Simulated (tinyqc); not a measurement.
The basis set: RHF and MP2 along a ladder of basis sets, for H4, spin multiplicity 1. Computed by the program tinyqc with PySCF. Same geometry throughout; the dipole is taken about the origin.

Geometry (angstrom):

| atom | x | y | z |
|---|---|---|---|
| H | 0.0000 | 0.0000 | 0.0000 |
| H | 0.0000 | 0.0000 | 0.7420 |
| H | 0.0000 | 0.0000 | 1.5870 |
| H | 0.0000 | 0.0000 | 2.3300 |

RHF and frozen-core MP2 in a ladder of bases:

| basis | functions | E(RHF) (hartree) | E(MP2 corr) (hartree) | HOMO (eV) | LUMO (eV) | dipole (debye) |
|---|---|---|---|---|---|---|
| sto-3g | 4 | -2.140870 | -0.027359 | -12.1562 | 13.4040 | 0.0010 |
| 3-21g | 8 | -2.171867 | -0.037404 | -12.6849 | 6.5198 | 0.0020 |
| 6-31g | 8 | -2.179075 | -0.037487 | -12.7659 | 6.0015 | 0.0022 |
| 6-31g** | 20 | -2.185404 | -0.059929 | -12.7824 | 5.9996 | 0.0022 |
| cc-pvdz | 20 | -2.178442 | -0.060549 | -12.7467 | 5.0794 | 0.0023 |
| aug-cc-pvdz | 36 | -2.179308 | -0.063382 | -12.7730 | 1.3085 | 0.0023 |
| cc-pvtz | 56 | -2.188816 | -0.072538 | -12.7993 | 4.2670 | 0.0023 |

What does the comparison show, and why?

From cc-pVDZ to cc-pVTZ the RHF energy falls by 10.4 mhartree and the correlation energy by 12.0. If valence correlation converges as X^-3, (27 E(T) - 8 E(D))/19 gives -0.0776 hartree, a rough estimate from such small X that usually falls short; STO-3G holds about 35 % of it. Beyond STO-3G the LUMO moves by 5.2 eV and the HOMO by 0.1 eV; diffuse functions lower the positive LUMO sharply, since an unbound virtual level tracks the most diffuse function.
